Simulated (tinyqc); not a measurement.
# Electromigration in a confined line: Blech product, Korhonen stress evolution and Black's law, step by step

A worked calculation. Computed by tinyqc, a small Python program that keeps every step. Command: `OMP_NUM_THREADS=1 python tinyqc.py 3018719 3018720 out.jsonl emigr walk`. One thread of a shared host (Intel(R) Xeon(R) Processor @ 2.30GHz), about 0.01 s of CPU time with the checks. Intermediate numbers are printed to about 6 digits and carried at full precision; extremes and crossings named in words are read from the listed rows.

The electron wind pushes atoms from the cathode (x = 0) to the anode (x = L); blocking ends build a back stress (tension positive). The input rho is taken not to change with temperature. d sigma/dt = d/dx [kappa (d sigma/dx + G)], with zero flux at both ends and sigma = 0 at t = 0.

Inputs (values chosen for the exercise, close to those used for ruthenium lines):
```
quantity                              value          unit
resistivity rho                        11.7  micro-ohm cm
atomic volume Omega                    13.6    angstrom^3
effective charge number Z*              1.1             -
prefactor D0                        7.5e-07         m^2/s
activation energy E                    1.41            eV
effective modulus B                      66           GPa
critical stress sigma_c                 530           MPa
current density j                      0.61       MA/cm^2
line length L                            41            um
test temperature T                      290             C
time as a fraction of L^2/kappa, s    0.013             -
use temperature T_u                     125             C
use current density j_u                0.63       MA/cm^2
current exponent n                      1.2             -
```

Start: stress-free.

Constants: e = 1.602176634e-19 C; k_B = 8.617333262e-05 eV/K; k_B = 1.380649e-23 J/K.

## Driving force and diffusivities

G = Z* e rho j/Omega; D = D0 exp(-E/(k_B T)); kappa = D B Omega/(k_B T); drift velocity of an unconfined line v = D Z* e rho j/(k_B T). SI: 1 micro-ohm cm = 1e-8 ohm m, 1 MA/cm^2 = 1e10 A/m^2. Temperatures in kelvin are T(C) + 273.15.

stress gradient G = 9.24868 MPa/um

diffusivity D = 1.80550e-19 m^2/s

kappa = 2.08437e-17 m^2/s

drift velocity = 0.0105151 nm/h

## Steady state and Blech product

At steady state sigma(x) = G (L/2 - x). A void forms only if the cathode stress reaches sigma_c, that is if j L exceeds (j L)_c = 2 Omega (sigma_c)/(Z* e rho). Time scale tau = L^2/kappa.

steady cathode stress = 189.598 MPa

j L = 2501 A/cm

critical product (j L)_c = 6991.27 A/cm

tau = 22402.2 h

j L is 0.358 times the critical product: the back stress stops the flux first, and the line is immortal in this model.

## Series terms at the cathode

sigma(x, t) = G L [1/2 - x/L - 4 sum_(m odd) cos(m pi x/L) exp(-m^2 pi^2 s)/(m pi)^2], s = t/tau, summed to m = 399. The terms at x = 0 are 4 exp(-m^2 pi^2 s)/(m pi)^2; tau = L^2/kappa.

terms for m = 1, 3, 5, 7: 0.356482  0.0141912  6.55795e-04  1.53880e-05

cathode stress at time s = 48.7855 MPa

time t = 291.229 h

## Stress along the line

Steady state: G L (1/2 - x/L). Take x/L = 0, 0.1, 0.2, 0.3, 0.4, 0.6, 0.8 and 1.

Stress (MPa):
```
x/L  at time s  steady state
0.0    48.7855       189.598
0.1    19.9582       151.678
0.2     6.3119       113.759
0.3     1.4967        75.839
0.4     0.2572        37.920
0.6    -0.2572       -37.920
0.8    -6.3119      -113.759
1.0   -48.7855      -189.598
```

## Finite line against the semi-infinite law

Semi-infinite line: sigma(0, t) = 2 G L sqrt(s/pi). One-term form: keep m = 1 alone.

Cathode stress (MPa):
```
s            t (h)  full series  semi-infinite  one term
0.002  4.48044e+01       19.135         19.135    38.919
0.005  1.12011e+02       30.255         30.255    43.315
0.01   2.24022e+02       42.788         42.788    50.359
0.02   4.48044e+02       60.511         60.511    63.445
0.05   1.12011e+03       95.574         95.676    95.775
0.1    2.24022e+03      132.317        135.307   132.319
0.2    4.48044e+03      168.250        191.352   168.250
0.4    8.96089e+03      186.632        270.613   186.632
0.8    1.79218e+04      189.541        382.705   189.541
```

Among these rows the semi-infinite law holds to 1 % up to s = 0.05 and the one-term form from s = 0.05 on: the far end is felt once sqrt(kappa t) is no longer small against L, and by then the terms with m > 1 have nearly died out. The critical stress 530 MPa is not reached in these rows.

## Extrapolation by Black's law

Median life t50 = A j^(-n) exp(E/(k_B T)); acceleration factor = t50(use)/t50(test) = (j/j_u)^n exp[(E/k_B)(1/T_u - 1/T)].

current factor = 0.962027

temperature factor = 169551

acceleration factor = 163113

At the use current j_u L lies below the critical product, where Black's law does not apply: the line would not fail by this mechanism. Caution: the test j L lies below the critical product, so the line would not void in the test and the acceleration factor is formal. Caution: j_u L lies below the critical product, so the acceleration factor is formal: at use the line would not void.

Checks made by the program: series against a 200-cell finite-volume solution (on the scale of G L) (relative difference 2e-06).
